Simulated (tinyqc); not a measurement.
# Changing the aspect ratio h/w

Model: bottom-up copper filling of a trench by curvature-enhanced accelerator coverage. Computed by tinyqc, a small Python program. Command: `OMP_NUM_THREADS=1 python tinyqc.py 3030774 3030775 out.jsonl superfill sweep`. One thread of a shared host (Intel(R) Xeon(R) Processor @ 2.30GHz), about 0.2 s of CPU time with the checks.

A rectangular trench keeps vertical walls and a flat floor. An accelerator floats on the surface; where area is lost in the corners it is passed on to the floor.

Inputs (values chosen for the exercise, close to those used for damascene copper plating): trench width w = 440 nm; exchange current of the suppressed surface i_0 = 0.024 mA/cm^2; exchange current of the accelerated surface i_1 = 0.77 mA/cm^2; transfer coefficient alpha = 0.41; overpotential eta = 0.094 V; starting coverage theta_0 = 0.014; adsorption rate k_a = 0 1/s; cupric ion concentration C = 0.86 mol/l; diffusivity D = 3.6e-06 cm^2/s; boundary layer delta = 52 um; temperature T = 298 K.

Constants: e = 1.602176634e-19 C; N_A = 6.02214076e+23 1/mol; k_B = 8.617333262e-05 eV/K.

Method. Kinetic current i_k = [i_0 (1 - theta) + i_1 theta] exp(alpha eta/(k_B T)), limit i_L = 2 F D C/delta, i = 1/(1/i_k + 1/i_L); velocity v = i Omega/(2F), Omega = 7.11 cm^3/mol, F = e N_A. Depletion inside the trench is ignored. Half width x, floor height y, depth h = aspect ratio x w. dx/dt = -v_s, dy/dt = v_b. d theta_b/dt = k_a (1 - theta_b) + [theta_s v_b + theta_b v_s]/x: the floor takes the accelerator of the wall it covers and keeps its own as it narrows. d theta_s/dt = k_a (1 - theta_s). theta_b is capped at 1. Integrate (tolerance 1e-9) until the walls meet (x = 0.02 w/2) or the floor passes the original mouth y = h. Start: x = w/2, y = 0, theta_b = theta_s = theta_0. Height filled = y/h, opening left = x/(w/2).

One run for each value:
```
aspect ratio h/w  share of the height filled from the floor  opening left, as a share of w  time at the end (s)
0.50                                                  1.000                         0.3185                 2638
0.75                                                  1.000                         0.1764                 3188
1.00                                                  1.000                         0.1024                 3474
1.50                                                  1.000                         0.0386                 3721
2.00                                                  0.851                         0.0200                 3793
2.50                                                  0.681                         0.0200                 3793
3.00                                                  0.567                         0.0200                 3793
4.00                                                  0.426                         0.0200                 3793
6.00                                                  0.284                         0.0200                 3793
```

Describe and explain the trends.

Over the rows, share of the height filled from the floor falls from 1.00 to 0.284, flat over part of the range; opening left, as a share of w falls from 0.318 to 0.0200, flat over part of the range; time at the end (s) rises from 2640 to 3790, flat over part of the range. The largest aspect ratio filled among these rows is 1.5. The floor must climb h while the walls close w/2, and its speed is bounded by v(1); a row with 0.02 left has pinched off with a seam.

Caution (all rows): real profiles develop slanted corners, and accelerator is consumed; both are left out.

Extremes, crossings and ranges named in words are read from the listed rows.
